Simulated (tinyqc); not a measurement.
Worked calculation: order-disorder in a binary alloy on two sublattices: Bragg-Williams and pair (quasi-chemical) approximations. Computed by tinyqc, a small Python program that keeps every step. Command: `OMP_NUM_THREADS=1 python tinyqc.py 3012627 3012628 out.jsonl order walk`. One thread of a shared host (Intel(R) Xeon(R) Processor @ 2.30GHz), about 0.01 s of CPU time with the checks. Intermediate numbers are printed to about 6 digits and carried at full precision; extremes and crossings named in words are read from the listed rows.

All z = 8 neighbours of a site lie on the other sublattice. B fills the sublattices with x + eta/2 and x - eta/2; energies are per site, from the pure components: u = -z w y with y the probability of an A-B bond taken in one order.

Inputs (values chosen for the exercise, for a model alloy): ordering energy w = (e_AA + e_BB)/2 - e_AB = 17.6 meV; fraction x of B = 0.41; temperature T = 664 K.

Lattice: bcc (B2 order, z = 8). Method: Newton steps.

scattering factors f_A, f_B (electrons): 23  61

Constants: k_B = 8.617333262e-05 eV/K.

## Critical temperatures

Bragg-Williams: k_B T_c = 2 z w x (1 - x). Pair approximation at x = 1/2: k_B T_c = w/ln(z/(z - 2)).

T_c, Bragg-Williams = 790.489 K

T_c, pair approximation at x = 1/2 = 709.949 K

At x = 1/2 the pair value is 0.869 of the Bragg-Williams one; the ratio tends to 1 as z grows.

## Long-range order, Bragg-Williams

Bragg-Williams: u = -z w [x (1 - x) + eta^2/4]; minimising f gives ln[a (1 - b)/(b (1 - a))] = 2 z w eta/(k_B T) =: ln Q, a = x + eta/2, b = x - eta/2. For given Q this is a quadratic for eta, (Q - 1) eta^2/4 - (Q + 1) eta/2 + (Q - 1) x (1 - x) = 0, smaller root: the map eta -> phi(eta). Newton steps on phi(eta) - eta, with the slope by central differences of 1e-6; start at 0.999 times 2x; stop when |phi - eta| < 1e-10.

Iteration:
```
step       eta  phi(eta)     phi - eta
1     0.819180  0.710595  -1.08585e-01
2     0.639642  0.620779  -1.88627e-02
3     0.591174  0.589665  -1.50968e-03
4     0.586554  0.586540  -1.38330e-05
5     0.586511  0.586511  -1.20567e-09
6     0.586511  0.586511             0
```

order parameter eta = 0.586511

last residual = 0

Converged: eta is 71.5 % of its largest value 2x. Caution: T is near or above the T_c of the better pair approximation, so the true long-range order is lower than Bragg-Williams gives.

## Energy, entropy and site fractions

a = x + eta/2, b = x - eta/2; u = -z w [x (1 - x) + eta^2/4]; s/k_B = [s2(a) + s2(b)]/2, s2(c) = -c ln c - (1 - c) ln(1 - c); gain on ordering = f(eta) - f(0), f = u - T s. Superlattice over fundamental intensity = [eta (f_B - f_A)/2]^2/[(1 - x) f_A + x f_B]^2.

B fraction on its own sublattice = 0.703255

B fraction on the A sublattice = 0.116745

energy u = -46.1681 meV/site

entropy s = 0.484234 k_B/site

gain on ordering = -1.08685 meV/site

intensity ratio = 0.0834324

A on the B sublattice: 0.2967, of which 0.1800 is forced by composition.

## Short-range order at the Bragg-Williams T_c

Quasi-chemical disordered state, with T here the Bragg-Williams T_c and not the input T: y^2/[(1 - x - y)(x - y)] = exp(2 w/(k_B T)) =: E, so y = 2 x (1 - x)/(1 + r), r = sqrt(1 - 4 x (1 - x)(1 - 1/E)); Warren-Cowley alpha = 1 - y/(x (1 - x)); u = -z w y.

bond probability y = 0.271687

alpha of the disordered state at the Bragg-Williams T_c = -0.123137

energy of the disordered state = -38.2535 meV/site

Short-range order already holds 18 % of the full ordering energy z w x^2, counted from the random alloy at -z w x (1 - x); Bragg-Williams puts none there.

## Both approximations at x = 1/2

At x = 1/2 the alloy is an Ising model with K = w/(2 k_B T). Bragg-Williams: eta = tanh(z K eta), neighbour correlation -eta^2. Pair: h = (z - 1) artanh(tanh K tanh h), eta = tanh(z h/(z - 1)), correlation -(tanh K + tanh^2 h)/(1 + tanh K tanh^2 h). T is given in units of the Bragg-Williams T_c at x = 1/2, z w/(2 k_B).

Order and neighbour correlation:
```
T/T_c    T (K)  eta, Bragg-Williams  correlation, Bragg-Williams  eta, pair  correlation, pair
0.30    245.09             0.997414                    -0.994834   0.997340          -0.994718
0.45    367.63             0.973976                    -0.948629   0.970957          -0.944336
0.55    449.33             0.935529                    -0.875215   0.922525          -0.858474
0.65    531.02             0.872065                    -0.760498   0.831708          -0.715218
0.75    612.72             0.775516                    -0.601426   0.666415          -0.502704
0.85    694.41             0.629501                    -0.396272   0.289269          -0.208954
0.95    776.11             0.379485                    -0.144009   0.000000          -0.130825
1.10    898.65             0.000000                     0.000000   0.000000          -0.113150
1.50   1225.44             0.000000                     0.000000   0.000000          -0.083141
```

The pair approximation loses long-range order between T/T_c = 0.85 and 0.95, at 710 K, and keeps a correlation of -0.083 in the last row. At its own T_c the correlation is -1/(z - 1) = -0.143, so the fewer the neighbours, the more of the ordering energy is released above T_c.

Checks made by the program: eta against bracketed root finding (relative difference below 1e-10).
